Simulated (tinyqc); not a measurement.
Inverse iteration on a symmetric matrix, step by step. One step of it, computed by the program tinyqc.

Problem. Step 2. solve (A - shift) w = v; v' = w/|w| with its largest component positive (the first on a tie); lambda = v'^T A v'.

A, lower triangle:
```
           1          2          3         4
1   0.015000
2  -0.115000   0.473000
3  -0.073000  -0.094000   0.712000
4  -0.311000   0.264000  -0.295000  1.097000
```

vector after step 1: 0.163758  0.300431  0.939558  -0.012455

shift = 0.940000

Give: vector after step 2; Rayleigh quotient after step 2.

Solution.

vector after step 2: -0.1997  0.3796  0.7788  0.4577

Rayleigh quotient after step 2 = 0.6532
